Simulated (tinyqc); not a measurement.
Hubbard chain of 5 sites, step by step. Computed by tinyqc, a small Python program that keeps every step. Settings: hopping = 1.96, U = 4.0, mixing = 0.2, iteration cap = 59. Command: `OMP_NUM_THREADS=1 python tinyqc.py 23422 23423 out.jsonl` (the two numbers bound the seeds that draw the settings). One thread of a shared host (Intel(R) Xeon(R) Processor @ 2.60GHz), about 0.2 s of CPU time with the checks. Later iterations appear only in the table of the cycle.

## Mean-field iteration 1

one-body matrix (hopping and site energies) (eV):
```
,1,2,3,4,5
1,-0.670000,-1.960000,0.000000,0.000000,0.000000
2,-1.960000,-0.370000,-1.960000,0.000000,0.000000
3,0.000000,-1.960000,0.870000,-1.960000,0.000000
4,0.000000,0.000000,-1.960000,0.590000,-1.960000
5,0.000000,0.000000,0.000000,-1.960000,-0.980000
```

U = 4.000000 eV

electrons, up and down: 4  1

mixing = 0.200000

n(up) at the start (a guess, not normalised): 1 1.000000, 2 0.350000, 3 1.000000, 4 0.350000, 5 1.000000

n(down) at the start (a guess): 1 0.000000, 2 0.650000, 3 0.000000, 4 0.650000, 5 0.000000

H(up) = T + U n(down), H(down) = T + U n(up); fill the lowest levels; n(new) = n + mixing (n(out) - n); E = tr T (rho up + rho down) + U sum n_up n_down of the output.

levels, up (eV): -2.318375  -1.714561  -0.077527  3.526083  5.224380

levels, down (eV): -0.900129  0.275796  3.638348  4.484994  6.740991

energy = -3.985550 eV

n(up) after iteration 1: 1 0.996017, 2 0.443982, 3 0.948546, 4 0.381305, 5 0.990151

n(down) after iteration 1: 1 0.023280, 2 0.628438, 3 0.029482, 4 0.551040, 5 0.007760

## Mean-field iteration 2

As before.

levels, up (eV): -2.331078  -1.701211  -0.004824  3.374571  5.062542

levels, down (eV): -0.724489  0.397755  3.578626  4.546261  6.681847

energy = -4.224765 eV

n(up) after iteration 2: 1 0.991458, 2 0.510845, 3 0.901047, 4 0.421419, 5 0.983231

n(down) after iteration 2: 1 0.040586, 2 0.595991, 3 0.057334, 4 0.480720, 5 0.017370

## Mean-field iteration 3

As before.

levels, up (eV): -2.347396  -1.692928  0.059837  3.230183  4.958304

levels, down (eV): -0.609387  0.516336  3.522120  4.604779  6.638152

energy = -4.330922 eV

n(up) after iteration 3: 1 0.987011, 2 0.560804, 3 0.858227, 4 0.462138, 5 0.978220

n(down) after iteration 3: 1 0.053773, 2 0.561370, 3 0.083020, 4 0.428304, 5 0.027133

## Convergence

Each step fills the lowest levels of T + U n(other spin) and sets n(new) = n + mixing (n(out) - n); stop when output and input agree to 1e-8.

Course of the cycle:
```
iteration,E (eV),largest |n(out) - n(in)|,mean |n_up - n_down|
1,-3.98555003,4.95e-01,0.600000
2,-4.22476455,3.52e-01,0.600000
3,-4.33092232,2.62e-01,0.600000
4,-4.39247603,2.05e-01,0.600000
5,-4.43558042,1.71e-01,0.600000
6,-4.46809178,1.53e-01,0.600000
7,-4.49327793,1.37e-01,0.600000
8,-4.51301597,1.22e-01,0.600000
9,-4.52858838,1.09e-01,0.600000
10,-4.54093509,9.79e-02,0.600000
11,-4.55076458,8.78e-02,0.600000
...,...,...,...
49,-4.59163205,1.84e-03,0.600000
50,-4.59163582,1.67e-03,0.600000
51,-4.59163894,1.52e-03,0.600000
52,-4.59164152,1.37e-03,0.600000
53,-4.59164366,1.25e-03,0.600000
54,-4.59164543,1.13e-03,0.600000
55,-4.59164690,1.02e-03,0.600000
56,-4.59164813,9.29e-04,0.600000
57,-4.59164914,8.42e-04,0.600000
58,-4.59164998,7.64e-04,0.600000
59,-4.59165068,6.93e-04,0.600000
```

Not converged within 59 iterations: the residual falls steadily but slowly, by a factor of about 0.91 a step. The lowest mean-field energy found from random starts is -4.59165 eV. Reruns (cap 100 unless said): mixing 0.5: converged in 81 (E = -4.59165); mixing 0.9: converged in 40 (E = -4.59165); the original settings with a cap of 400: converged in 213 (E = -4.59165).

## Exact diagonalisation (25 states)

Lowest levels of the sector, and the double occupancy of the lowest state.

lowest levels (eV): -4.988803  -3.964507  -2.602833  -2.111952  -1.248091  -1.216373

double occupancy per site = 0.100986

## The lowest level by Lanczos steps

From a random start vector (not printed): a_j = <q_j|H|q_j>, b_j = norm of the remainder after orthogonalising; the Ritz value is the lowest eigenvalue of the tridiagonal matrix of a and b so far.

Lanczos:
```
j,a_j (eV),b_j (eV),lowest Ritz value (eV)
1,0.420983,5.806996,0.42098252
2,3.520318,3.669620,-4.03956324
3,2.837983,3.550348,-4.76026417
4,2.885144,2.989711,-4.94512489
5,3.342016,2.837620,-4.98072231
6,3.265446,3.980142,-4.98641814
7,3.830197,3.087730,-4.98833660
8,3.342083,2.596281,-4.98873890
9,3.181332,2.119627,-4.98879365
10,1.106861,2.673997,-4.98879990
```
